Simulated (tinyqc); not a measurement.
Minority carriers and saturation current of a heavily doped emitter: effect of the contact.

n-type, parabolic bands, full ionisation. eta = (EF - Ec)/kB T solves N = Nc F12(eta), F12(x) = (2/sqrt(pi)) int_0^infinity sqrt(u)/(1 + exp(u - x)) du. The gap shrinks rigidly by dEg = E1 [ln(N/N0) + sqrt(ln^2(N/N0) + 0.5)], an empirical law that is here taken as the true narrowing.

ni = sqrt(Nc Nv) exp(-Eg/(2 Vt)), Eg in volts; degeneracy factor g = F12(eta) exp(-eta); nie^2 = ni^2 exp(dEg/kB T) g, p0 = nie^2/N; apparent narrowing dEg + kB T ln g. 1/tau = Cn N^2 + 1/ts, D = mup Vt, L = sqrt(D tau); J0 = (q p0 D/L)(s + tanh(W/L))/(1 + s tanh(W/L)), s = S L/D; the share recombining inside is 1 - 1/[cosh(W/L)(1 + tanh(W/L)/s)].

Values chosen for this exercise; band and dielectric values close to those of silicon:
```
symbol    value        unit                                     meaning
T           300           K                                 temperature
Eg         1.12          eV                                    band gap
Nc      2.83e19       cm^-3  conduction-band density of states at 300 K
Nv      2.61e19       cm^-3     valence-band density of states at 300 K
N        1.3e20       cm^-3                       ionised donor density
E1          9.5         meV                 energy of the narrowing law
N0       1.2e17       cm^-3                density of the narrowing law
mup         200  cm^2/(V s)                      minority-hole mobility
Cn      2.2e-31      cm^6/s                           Auger coefficient
ts          2.2          us                             defect lifetime
W            67          nm                               emitter width
```

Constants: q = 1.602176634e-19 C, kB = 1.380649e-23 J/K, Vt = kB T/q. Results are converted to the units shown.

Effect of the contact:

| S (cm/s) | J0 (fA/cm^2) | share inside (%) |
|---|---|---|
| 80 | 128.18 | 99.682 |
| 340 | 129.49 | 98.661 |
| 1500 | 135.30 | 94.355 |
| 6200 | 158.66 | 80.222 |
| 26000 | 254.10 | 49.484 |
| 1.1e5 | 611.76 | 19.607 |
| 4.8e5 | 1619.5 | 6.3994 |
| 2.1e6 | 2983.0 | 2.7344 |
| 8.8e6 | 3724.7 | 1.8676 |

What does the table show?

J0 rises from 128 to 3720 fA/cm^2, between the limits q p0 (D/L) tanh(W/L) = 128 and q p0 (D/L) coth(W/L) = 4040; W/L = 0.18, so passivating the contact can gain at most a factor of 31.6.

Range of the model: Band tails, non-parabolic bands and incomplete ionisation are left out.

tinyqc, about 0.01 s, one thread, Intel Xeon 2.30GHz (shared host): `OMP_NUM_THREADS=1 python tinyqc.py 2330056 2330057 out.jsonl`
